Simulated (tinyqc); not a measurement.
Worked calculation: harmonic frequencies on the RHF/6-31g surface (energies and gradients from PySCF), for H2, spin multiplicity 1. Computed by tinyqc, a small Python program that keeps every step (integrals from PySCF). Settings: charge = 0, multiplicity = 1, basis = 6-31g, delta = 0.002. Command: `OMP_NUM_THREADS=1 python tinyqc.py 21273 21274 out.jsonl` (the two numbers bound the seeds that draw the settings). One thread of a shared host (Intel(R) Xeon(R) Processor @ 2.60GHz), about 0.7 s of CPU time with the checks.

## One row of the Hessian: 2Hz

optimised positions (bohr):
```
,x,y,z
1H,0.000000,0.000000,0.089795
2H,0.000000,0.000000,1.469229
```

gradient at +delta (hartree/bohr):
```
,x,y,z
1H,0.00000000,0.00000000,-0.00082427
2H,0.00000000,0.00000000,0.00082427
```

gradient at -delta (hartree/bohr):
```
,x,y,z
1H,0.00000000,0.00000000,0.00082233
2H,0.00000000,0.00000000,-0.00082233
```

Displace 2Hz by +/-0.002 bohr; H(k, :) = (g(+) - g(-)) / (2 delta).

row of the Hessian (hartree/bohr^2): 1Hx 0.00000000, 1Hy 0.00000000, 1Hz -0.41164977, 2Hx 0.00000000, 2Hy 0.00000000, 2Hz 0.41164977

## Hessian by finite differences

All rows are made in the same way, and the matrix is symmetrised.

Hessian (symmetrised) (hartree/bohr^2), lower triangle:
```
,1Hx,1Hy,1Hz,2Hx,2Hy,2Hz
1Hx,0.00000318
1Hy,0.00000000,0.00000318
1Hz,0.00000000,0.00000000,0.41164977
2Hx,-0.00000318,0.00000000,0.00000000,0.00000318
2Hy,0.00000000,-0.00000318,0.00000000,0.00000000,0.00000318
2Hz,0.00000000,0.00000000,-0.41164977,0.00000000,0.00000000,0.41164977
```

## Normal modes

masses (u): 1H 1.007825, 2H 1.007825

Diagonalise H_ij / sqrt(m_i m_j); the 5 smallest eigenvalues belong to translations and rotations; wavenumber = sqrt(eigenvalue / 1822.888) x 219474.63; each mode has its largest component positive (the first on a tie); zero-point energy = sum of wavenumbers / 2, with 349.755 1/cm per kcal/mol.

eigenvalues of the mass-weighted Hessian (hartree/(bohr^2 u)): 0.000000  0.000000  0.000000  0.000006  0.000006  0.816907

harmonic wavenumbers of the vibrations (1/cm): 4646.1

mass-weighted modes:
```
,mode 1
1Hx,0.000000
1Hy,0.000000
1Hz,0.707107
2Hx,0.000000
2Hy,0.000000
2Hz,-0.707107
```

zero-point energy = 6.641965 kcal/mol
